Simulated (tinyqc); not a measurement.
Speciation in dilute and buffered hydrofluoric acid, oxide etch rate and bath loading: one step, computed by the program tinyqc.

Concentrations stand for activities, NH4+ and Cl- are spectators, and water ionisation is neglected. H, F and HF2 denote the ions H+, F- and HF2-. The base temperature is 298 K.

Task: One trial. Fluoride balance: [HF] + [F] + 2 [HF2] + 2 [H2F2] = HF added + NH4F added. Acid balance: [H] + [HF] + [HF2] + 2 [H2F2] = HF added + HCl added. For a trial [H], [HF] = [H][F]/K1, and the fluoride balance is a quadratic in [F]. Take pH = 3. The residual is the left side of the acid balance less the right.

Inputs (values chosen for the exercise, of the order of those for thermal oxide at room temperature):

| quantity | value | unit |
|---|---|---|
| HF added | 0.056 | mol/L |
| NH4F added | 0 | mol/L |
| HCl added | 0.11 | mol/L |
| K1 = [H][F]/[HF] | 0.000694 | mol/L |
| K2 = [HF2]/([HF][F]) | 4.34 | L/mol |
| K3 = [H2F2]/[HF]^2 | 0 | L/mol |

Give: [F]; [HF]; [HF2]; [H2F2]; residual.

Result:

[F] = 0.020738 mol/L

[HF] = 0.029882 mol/L

[HF2] = 0.0026896 mol/L

[H2F2] = 0 mol/L

residual = -0.13243 mol/L

The residual is negative, so the pH lies below 3.
